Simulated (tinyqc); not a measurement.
Grain-boundary diffusion: Harrison regimes, Fisher and Le Claire analysis, Hart average. Changing the grain size d. Computed by tinyqc, a small Python program. Command: `OMP_NUM_THREADS=1 python tinyqc.py 3006599 3006600 out.jsonl gbdiff sweep`. One thread of a shared host (Intel(R) Xeon(R) Processor @ 2.30GHz), about 0.01 s of CPU time with the checks.

A boundary is a slab of width delta with diffusivity D_b, normal to a surface held at constant concentration; it leaks into grains of diffusivity D.

Inputs (values chosen for the exercise, for a model polycrystal):

| quantity | value | unit |
|---|---|---|
| lattice prefactor D0 | 8.5e-05 | m^2/s |
| lattice activation energy E | 3.74 | eV |
| boundary prefactor D0b | 9.2e-05 | m^2/s |
| boundary activation energy E_b | 2.31 | eV |
| boundary width delta | 0.54 | nm |
| segregation factor s | 1 | - |
| temperature T | 1680 | K |
| time t | 300000 | s |

Constants: k_B = 8.617333262e-05 eV/K.

Method:
- D = D0 exp(-E/(k_B T)), D_b = D0b exp(-E_b/(k_B T)).
- Triple product P = s delta D_b.
- Hart average for parallel slabs: f = delta/d, D_eff = (s f D_b + (1 - f) D)/(1 - f + s f); share of the boundaries = s f D_b/(s f D_b + (1 - f) D); depth sqrt(D_eff t).

One run for each value:

| grain size d (um) | D_eff (m^2/s) | share of the boundaries | depth sqrt(D_eff t) (um) |
|---|---|---|---|
| 0.01 | 5.8458e-13 | 0.99917 | 418.78 |
| 0.036 | 1.6275e-13 | 0.99690 | 220.97 |
| 0.13 | 4.5441e-14 | 0.98876 | 116.76 |
| 0.48 | 1.2681e-14 | 0.95961 | 61.68 |
| 1.7 | 3.9485e-15 | 0.87018 | 34.42 |
| 6.3 | 1.4399e-15 | 0.64391 | 20.78 |
| 23 | 7.6670e-16 | 0.33123 | 15.17 |
| 83 | 5.8313e-16 | 0.12068 | 13.23 |
| 300 | 5.3223e-16 | 0.03658 | 12.64 |

What does the table show, and why?

Over the rows, D_eff (m^2/s) falls from 5.85e-13 to 5.32e-16 (exponent d ln y / d ln x -1.00 between the first rows and -0.071 between the last); share of the boundaries falls from 0.999 to 0.0366 (exponent d ln y / d ln x -0.0018 between the first rows and -0.93 between the last); depth sqrt(D_eff t) (um) falls from 419 to 12.6 (exponent d ln y / d ln x -0.50 between the first rows and -0.036 between the last). At the low end the exponent of D_eff is -1.00, close to -1: boundaries carry the flux, in proportion to their number.

Caution (rows 6.30, 23.0, 83.0, 300): outside regime A (which needs sqrt(D t) above about 3 d) the Hart average and its depth are formal: they describe a profile only in regime A or at steady state.
